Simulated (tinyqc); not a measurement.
# From mixing enthalpy H_mix back to first-pair interaction V1

Model: cluster expansion of a binary alloy: correlations, fit, cross-validation and ground states. Computed by tinyqc, a small Python program. Command: `OMP_NUM_THREADS=1 python tinyqc.py 3015901 3015902 out.jsonl clex inv`. One thread of a shared host (Intel(R) Xeon(R) Processor @ 2.30GHz), about 0.1 s of CPU time with the checks.

s = +1 for A and -1 for B. Energy per site E = J0 + J1 P(point) + sum over clusters of m V P, with P the mean product of spins; V > 0 on a pair favours unlike neighbours. Clusters per site m: pair 1 2, pair 2 2, pair 3 2, triplet 4; the triplet is two first-neighbour bonds at a right angle. Formation energies are counted from the line between pure A and pure B, which removes J0 and J1.

Inputs (values chosen for the exercise, for a model alloy):

| quantity | value | unit |
|---|---|---|
| second-pair interaction V2 | -2.2 | meV |
| third-pair interaction V3 | 1.7 | meV |
| triplet interaction Vt | 2 | meV |
| temperature T | 680 | K |
| fraction x of B | 0.47 | - |

Lattice: square.

Constants: k_B = 8.617333262e-05 eV/K.

Method. Random alloy: P(pair) = p^2, P(triplet) = p^3, p = 1 - 2x, so H_mix = (p^2 - 1) sum m V(pairs) + (p^3 - p) m Vt; G_mix = H_mix + k_B T [x ln x + (1 - x) ln(1 - x)]. To first order in 1/T the Warren-Cowley parameter of shell 1 is alpha_1 = -(1 - p^2) V_eff/(k_B T), V_eff = V1 + (number of triplets on a first-neighbour bond) p Vt, that number being 4.

Problem. A run gave the result below. Find the first-pair interaction V1, known to lie between 7.6 and 24 meV.

mixing enthalpy H_mix = -23.73425 meV/site

Solution.

Each step takes the trial c = (a f_b - b f_a)/(f_b - f_a), f being the result less the target and a, b, c the logarithms of the listed values; c replaces end b, the old b replaces a if the sign of f changed, and otherwise f_a is halved.

Scan of the range:

| first-pair interaction V1 (meV) | mixing enthalpy H_mix (meV/site) |
|---|---|
| 7.60 | -14.6272 |
| 9.21 | -17.8356 |
| 11.20 | -21.8012 |
| 13.50 | -26.3847 |
| 16.40 | -32.1638 |
| 19.80 | -38.9393 |
| 24.00 | -47.3091 |

False position (Illinois rule, in the logarithm of the input) inside the bracket:

| step | end a | end b | trial | mixing enthalpy H_mix (meV/site) |
|---|---|---|---|---|
| 1 | 11.2000 | 13.5000 | 12.1179 | -23.6304 |
| 2 | 13.5000 | 12.1179 | 12.1673 | -23.7289 |
| 3 | 13.5000 | 12.1673 | 12.1724 | -23.7390 |
| 4 | 12.1673 | 12.1724 | 12.1700 | -23.7342 |
| 5 | 12.1724 | 12.1700 | 12.1700 | -23.7343 |

Mixing enthalpy H_mix falls at every point of a 13-point scan of the range (every second point is shown), so one value fits; it is bracketed by 11.2 and 13.5. The scan shows a straight line, so linear interpolation between any two rows gives the answer at once. Answer: first-pair interaction V1 = 12.17 meV.
